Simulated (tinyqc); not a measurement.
Moment against the Stoner parameter: Stoner model of a band ferromagnet.

Density of states per atom and spin: two humps, D(e) = (M/W) [1 - sp cos(4 pi e/W)]. Levels e -/+ I m/2 for up and down spin, m = n_up - n_down, n_up + n_down = nd. At zero temperature e(N) is the energy below which N states lie, and E(m) = sum over spins of integral e D de - I m^2/4.

Inputs chosen for the exercise:

| symbol | value | unit | meaning |
|---|---|---|---|
| W | 6.2 | eV | band width, e from -W/2 to W/2 |
| M | 5 |  | states per atom and spin |
| nd | 8.7 |  | electrons per atom |
| sp | 0.63 |  | shape parameter |

Lowest state for each I.

Results:

| I (eV) | I D(EF) | m (muB) | E - E(0) (meV) |
|---|---|---|---|
| 0.56 | 0.609 | 0.000 | 0.0 |
| 0.74 | 0.805 | 0.000 | 0.0 |
| 0.83 | 0.903 | 0.000 | 0.0 |
| 0.92 | 1.001 | 0.095 | 0.0 |
| 1.02 | 1.110 | 0.900 | -11.2 |
| 1.15 | 1.251 | 1.190 | -48.1 |
| 1.38 | 1.501 | 1.300 | -142.8 |
| 1.66 | 1.806 | 1.300 | -261.1 |

A moment first appears at I = 0.92 eV of those listed, where I D(EF) = 1.001. It is saturated at 1.300 from I = 1.38 eV on.

Computed by tinyqc, a small Python program: `OMP_NUM_THREADS=1 python tinyqc.py 1682216 1682217 out.jsonl` (the numbers bound the seed that draws the inputs); one thread of a shared host (Intel(R) Xeon(R) Processor @ 2.30GHz), about 0.3 s for the whole set of steps.
